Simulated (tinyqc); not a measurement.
MOS structure on a p-type body with a surface-enhanced doping, non-linear Poisson equation by Newton steps: charge and capacitance against gate voltage.

One dimension, insulator interface at x = 0, acceptor density Na + N0 exp(-x/Ls), net doping C = -(acceptor density). psi is counted from the intrinsic level: n = ni exp((psi - Vb)/Vt), p = ni exp(-psi/Vt); deep in the body psi_b = -Vt ln(Na/ni). The gate acts through Cox = eps0 eox/tox and has the potential psi_G = Vg - (phiM - chi - Vt ln(Nc/ni)). Boltzmann statistics, full ionisation, classical densities, no oxide or interface charge.

ni = sqrt(Nc Nv) exp(-Eg/(2 Vt)), Eg in volts. The Poisson equation d/dx(eps0 eps_r dpsi/dx) = -q (p - n + C), with eps0 eps_r dpsi/dx = -Cox (psi_G - psi_0) at x = 0, is solved on a mesh of about 600 nodes or more. N_inv is the integral of n less its value deep in the body. C_LF = Cox (1 - dpsi_0/dVg) with all carriers following; C_HF is the same with the electron quasi-Fermi level shifting uniformly so that N_inv stays fixed. The centroid is that of the same excess.

Parameters, values chosen for the exercise; band and dielectric values close to those of silicon:
```
symbol,value,unit,meaning
T,300,K,temperature
Eg,1.14,eV,band gap
eps_r,11.5,,relative permittivity
Nc,2.78e19,cm^-3,conduction-band density of states at T
Nv,2.6e19,cm^-3,valence-band density of states at T
chi,4.11,eV,electron affinity
Na,1.5e16,cm^-3,acceptor density deep in the body
eox,3.9,,relative permittivity of the gate insulator (close to silicon dioxide)
tox,4.4,nm,insulator thickness
phiM,4.36,eV,gate work function
Vb,0,V,electron quasi-Fermi potential against the body
N0,1.4e17,cm^-3,extra acceptor density at the surface
Ls,90,nm,decay length
```

Constants: q = 1.602176634e-19 C, kB = 1.380649e-23 J/K, Vt = kB T/q, eps0 = 8.8541878128e-14 F/cm where lengths are in cm. Results are converted to the units shown.

Charge and capacitance against gate voltage:
```
Vg (V)	psi_0 - psi_b (V)	N_inv (cm^-2)	C_LF/Cox	C_HF/Cox	centroid (nm)
-0.02	0.496	1.39e5	0.131	0.131	1.99
0.1	0.601	7.43e6	0.118	0.118	1.81
0.23	0.716	5.96e8	0.110	0.107	1.67
0.36	0.826	3.86e10	0.286	0.0978	1.56
0.48	0.884	3.15e11	0.694	0.0943	1.43
0.61	0.913	8.01e11	0.834	0.0933	1.29
0.73	0.930	1.30e12	0.883	0.0929	1.18
0.86	0.943	1.87e12	0.910	0.0927	1.08
0.98	0.953	2.41e12	0.926	0.0926	1.01
```

N_inv goes from 1.39e5 to 2.41e12 cm^-2 and passes 2e11 cm^-2 at Vg = 0.442 V. Below threshold it takes 68.3 mV a decade between Vg = 0.1 and 0.23 V, against Vt ln 10 = 59.5 mV. C_LF/Cox is lowest, 0.110, at Vg = 0.23 V among the rows listed and ends at 0.926, while C_HF/Cox ends at 0.0926. Between the last two rows q dN_inv/dVg is 0.916 Cox. Where the classical centroid is under about 2 nm, confinement would move the charge away from the interface and raise the threshold. Above about 2e12 cm^-2 degeneracy matters too.

Numbers from tinyqc (`OMP_NUM_THREADS=1 python tinyqc.py 2080149 2080150 out.jsonl`; about 0.4 s on one thread of a shared Intel Xeon 2.30GHz).
